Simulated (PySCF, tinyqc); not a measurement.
Inside a calculation. Method: RHF in the sto-6g basis, for H4, spin multiplicity 1. The lowest restricted solution is unstable here: a spin-polarised one lies 0.1468 hartree lower (PySCF). One step of it, computed by the program tinyqc.

Task: Iteration 1: building the Fock matrix. J_ij = sum D_kl (ij|kl), K_ij = sum D_kl (ik|jl); F = H + J - 0.5 K; E = tr D H + tr D J / 2 - 0.25 tr D K + E_nn.

D at the start, order 1H 1s, 2H 1s, 3H 1s, 4H 1s:
$$\begin{pmatrix}
0.796237 & -0.485461 & 0.288878 & 0.835039 \\
-0.485461 & 1.482497 & 0.816286 & -0.767661 \\
0.288878 & 0.816286 & 0.934871 & 0.086708 \\
0.835039 & -0.767661 & 0.086708 & 0.932069
\end{pmatrix}$$

core Hamiltonian H = T + V (hartree), order 1H 1s, 2H 1s, 3H 1s, 4H 1s:
$$\begin{pmatrix}
-1.218823 & -0.372136 & -0.121316 & -0.054539 \\
-0.372136 & -1.218823 & -0.054539 & -0.121316 \\
-0.121316 & -0.054539 & -1.218823 & -0.372136 \\
-0.054539 & -0.121316 & -0.372136 & -1.218823
\end{pmatrix}$$

Two-electron integrals (ij|kl) in chemists' order, unique and non-zero (hartree):
```
(11|11) 0.774999   (21|11) 0.115708   (21|21) 0.027413   (22|11) 0.326255
(22|21) 0.115708   (22|22) 0.774999   (31|11) 0.031047   (31|21) 0.005648
(31|22) 0.019144   (31|31) 0.002500   (32|11) 0.010229   (32|21) 0.002568
(32|22) 0.011641   (32|31) 0.000880   (32|32) 0.000407   (33|11) 0.229018
(33|21) 0.047768   (33|22) 0.188435   (33|31) 0.031047   (33|32) 0.011641
(33|33) 0.774999   (41|11) 0.011641   (41|21) 0.002568   (41|22) 0.010229
(41|31) 0.000880   (41|32) 0.000395   (41|33) 0.010229   (41|41) 0.000407
(42|11) 0.019144   (42|21) 0.005648   (42|22) 0.031047   (42|31) 0.001535
(42|32) 0.000880   (42|33) 0.019144   (42|41) 0.000880   (42|42) 0.002500
(43|11) 0.047768   (43|21) 0.011052   (43|22) 0.047768   (43|31) 0.005648
(43|32) 0.002568   (43|33) 0.115708   (43|41) 0.002568   (43|42) 0.005648
(43|43) 0.027413   (44|11) 0.188435   (44|21) 0.047768   (44|22) 0.229018
(44|31) 0.019144   (44|32) 0.010229   (44|33) 0.326255   (44|41) 0.011641
(44|42) 0.031047   (44|43) 0.115708   (44|44) 0.774999
```

nuclear repulsion = 1.49737981 hartree

Give: Coulomb J; exchange K; Fock matrix F; total energy of this density.

Result:

Coulomb J (hartree), order 1H 1s, 2H 1s, 3H 1s, 4H 1s:
$$\begin{pmatrix}
1.411 & 0.331 & 0.097 & 0.043 \\
0.331 & 1.694 & 0.044 & 0.104 \\
0.097 & 0.044 & 1.489 & 0.322 \\
0.043 & 0.104 & 0.322 & 1.490
\end{pmatrix}$$

exchange K (hartree), order 1H 1s, 2H 1s, 3H 1s, 4H 1s:
$$\begin{pmatrix}
0.591 & 0.122 & 0.192 & 0.170 \\
0.122 & 1.044 & 0.171 & -0.021 \\
0.192 & 0.171 & 0.814 & 0.276 \\
0.170 & -0.021 & 0.276 & 0.754
\end{pmatrix}$$

Fock matrix F (hartree), order 1H 1s, 2H 1s, 3H 1s, 4H 1s:
$$\begin{pmatrix}
-0.103 & -0.102 & -0.120 & -0.096 \\
-0.102 & -0.047 & -0.096 & -0.007 \\
-0.120 & -0.096 & -0.137 & -0.188 \\
-0.096 & -0.007 & -0.188 & -0.106
\end{pmatrix}$$

total energy of this density = -1.25600 hartree
